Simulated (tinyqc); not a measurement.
Which stress helps holes along [110]: six-band Luttinger-Kohn model with strain.

Six-band Luttinger-Kohn model in the basis |3/2,3/2>, |3/2,1/2>, |3/2,-1/2>, |3/2,-3/2>, |1/2,1/2>, |1/2,-1/2>, electron energies, zero at the top of the unstrained valence band. H = -[rows: (P+Q, -S, R, 0, -S/r2, r2 R); (-S*, P-Q, 0, R, -r2 Q, r32 S); (R*, 0, P-Q, S, r32 S*, r2 Q); (0, R*, S*, P+Q, -r2 R*, -S*/r2); (-S*/r2, -r2 Q, r32 S, -r2 R, P+Dso, 0); (r2 R*, r32 S*, r2 Q, -S/r2, 0, P+Dso)], r2 = sqrt(2), r32 = sqrt(3/2). Levels are twofold.

P = c g1 k^2 - av tr(e); Q = c g2 (kx^2 + ky^2 - 2 kz^2) - (b/2)(exx + eyy - 2 ezz); R = c sqrt3 [-g2 (kx^2 - ky^2) + 2i g3 kx ky] + (sqrt3/2) b (exx - eyy) - i d exy; S = 2 c sqrt3 g3 (kx - i ky) kz - d (exz - i eyz); c = hbar^2/2m0, e the strain tensor (not engineering shear).

s11 = (C11 + C12)/((C11 - C12)(C11 + 2 C12)), s12 = -C12/((C11 - C12)(C11 + 2 C12)), s44 = 1/C44; exx = s11 sxx + s12 (syy + szz) and cyclic, exy = s44 sxy/2; tension is positive. A uniaxial stress X along the unit vector n is s_ij = X n_i n_j.

Constants: hbar^2/2m0 = 3.80998211 eV angstrom^2.

Values chosen for the exercise (near those of Si; not measured data):
- Dso = 0.046 eV (spin-orbit splitting)
- g1 = 4.34 (Luttinger gamma1)
- g2 = 0.34 (gamma2)
- g3 = 1.43 (gamma3)
- av = 2.48 eV (valence hydrostatic potential)
- b = -2.08 eV (tetragonal shear potential)
- d = -4.8 eV (trigonal shear potential)
- C11 = 158 GPa
- C12 = 66.8 GPa
- C44 = 76.5 GPa
- X1 = 2 GPa (size of the stress)

Each load has size X1 (biaxial: sxx = syy); masses are curvatures of the top pair at k = 0.

Results:

| load | splitting (meV) | top edge (meV) | m [110] | m [001] |
|---|---|---|---|---|
| uniaxial [110], compression | 102.5 | 48.3 | 0.114 | 0.272 |
| uniaxial [110], tension | 29.6 | 57.3 | 0.359 | 0.194 |
| uniaxial [100], compression | 124.5 | 61.9 | 0.214 | 0.272 |
| uniaxial [100], tension | 26.9 | 62.6 | 0.240 | 0.214 |
| uniaxial [111], compression | 97.0 | 43.8 | 0.141 | 0.230 |
| uniaxial [111], tension | 25.9 | 53.2 | 0.344 | 0.230 |
| biaxial (001), compression | 26.9 | 11.6 | 0.214 | 0.273 |
| biaxial (001), tension | 124.5 | 112.9 | 0.272 | 0.177 |

What does the comparison show, and why?

The lightest mass along [110] (0.114) comes with uniaxial [110], compression. The largest splitting (124.5 meV) comes with uniaxial [100], compression; biaxial (001), tension. The heaviest mass along [001] (0.273), which lowers the confinement energy in a (001) channel, comes with biaxial (001), compression. The splitting per GPa follows b (s11 - s12) for loads along cube axes and d s44 for [111]: here 2 |b| (s11 - s12) = 45.6 and |d| s44/sqrt3 = 36.2 meV per GPa in the limit of large Dso; where the splitting nears Dso, mixing with the split-off band makes it depend on the sign of the load.

(tinyqc, `OMP_NUM_THREADS=1 python tinyqc.py 1080940 1080941 out.jsonl`, Intel(R) Xeon(R) Processor @ 2.30GHz, 1 thread, shared host, about 0.07 s.)
